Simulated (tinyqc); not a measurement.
# Capacitance measurement on a leaky thin oxide: effects of series resistance and leakage: two studies

The device is a capacitance C in parallel with a leakage conductance G, in series with Rs and Ls. An impedance meter reports either a parallel pair (Cp, Gp) from Y = 1/Z = Gp + i w Cp or a series pair (Cs, Rm) from Z = Rm + 1/(i w Cs); w = 2 pi f, dissipation D = Gp/(w |Cp|).

Parameters, values chosen for the exercise; values of the order met in thin-oxide MOS capacitors: relative permittivity of the gate insulator (close to silicon dioxide) eox = 3.9; insulator thickness tox = 2.5 nm; gate area A = 10000 um^2; oxide-equivalent thickness added by the accumulation layer zc = 0.48 nm; oxide-equivalent thickness added by gate depletion zp = 0 nm; gate leakage current density, not matched to the thickness Jg = 0.0018 A/cm^2; voltage for an e-fold rise of the leakage Vs = 0.21 V; series resistance Rs = 130 ohm; series inductance Ls = 0 nH; measuring frequency f = 2e5 Hz.

Constants: eps0 = 8.8541878128e-14 F/cm where lengths are in cm. Results are converted to the units shown.

Each table varies one quantity; the others keep the values above.

## Readings against frequency

EOT = 3.9 tox/eox; CET = EOT + zc + zp; C = 3.9 eps0 A/CET; G = Jg A/Vs. Z = Rs + i w Ls + 1/(G + i w C); CET read from Cp = 3.9 eps0 A/Cp; errors under 0.001 % are printed as 0.

The same in every row: C (pF) = 115.9.

Readings against frequency:
```
f (Hz),Cp (pF),Cs (pF),D,error of Cp (%),error of Cs (%),CET read from Cp (nm)
1000,115.9,276.5,1.177,-0.0223,139,2.981
3000,115.9,133.7,0.3928,-0.0223,15.4,2.981
10000,115.9,117.5,0.1187,-0.0224,1.39,2.981
30000,115.9,116.1,0.04209,-0.0231,0.154,2.981
1e5,115.8,115.9,0.02124,-0.0312,0.0139,2.981
3e5,115.8,115.9,0.03232,-0.103,1.54e-3,2.983
1e6,114.8,115.9,0.09583,-0.910,0,3.007
3e6,107.2,115.9,0.2843,-7.48,0,3.221
1e7,61.11,115.9,0.9466,-47.3,0,5.650
3e7,12.79,115.9,2.840,-89.0,0,27.01
```

What does the table show?

D goes from 1.18 through a minimum of 0.0212 (at f = 1e5 Hz among the rows listed) to 2.84; without inductance its minimum lies at f = sqrt(G (1 + G Rs)/Rs)/(2 pi C) = 1.12e5 Hz. The error of Cp goes from -0.0223 to -89.0 % and that of Cs from 139 to 0 %; at low frequency Cp tends to C/(1 + G Rs)^2 and Cs grows as 1 + (G/(w C))^2. One of the two readings is within 2 % of C for f = 1000, 3000, 10000, 30000, 1e5, 3e5, 1e6, 3e6, 1e7, 3e7 Hz. For f = 1000, 3e7 D exceeds 1, where the accuracy of real meters degrades in proportion to sqrt(1 + D^2).

## Effect of the gate area

Same model as above.

Rs is held fixed.

Effect of the gate area:
```
A (um^2),C (pF),Cp (pF),Cs (pF),D,error of Cp (%),error of Cs (%),CET read from Cp (nm)
20,0.2318,0.2318,0.2318,0.005924,0,3.46e-3,2.980
70,0.8111,0.8111,0.8112,0.006019,0,3.46e-3,2.980
200,2.318,2.318,2.318,0.006265,0,3.46e-3,2.980
600,6.953,6.953,6.953,0.007022,-1.47e-3,3.46e-3,2.980
2000,23.18,23.17,23.18,0.009672,-5.89e-3,3.46e-3,2.980
5000,57.94,57.93,57.94,0.01535,-0.0201,3.46e-3,2.981
10000,115.9,115.8,115.9,0.02482,-0.0581,3.46e-3,2.982
40000,463.5,460.5,463.5,0.08161,-0.658,3.46e-3,3.000
```

What does the table show?

As A goes from 20 to 40000, the error of Cp goes from 0 to -0.658 %, that of Cs from 0.00346 to 0.00346 %, and D rises from 0.00592 to 0.0816. The CET read from Cp goes from 2.98 to 3.00 nm against the true 2.98 nm. G/(w C) does not depend on the area, while G Rs and w C Rs grow with it.

Computed by the program tinyqc: `OMP_NUM_THREADS=1 python tinyqc.py 2022009 2022010 out.jsonl`, one thread of a shared Intel Xeon 2.30GHz, about 0.01 s for the whole run.
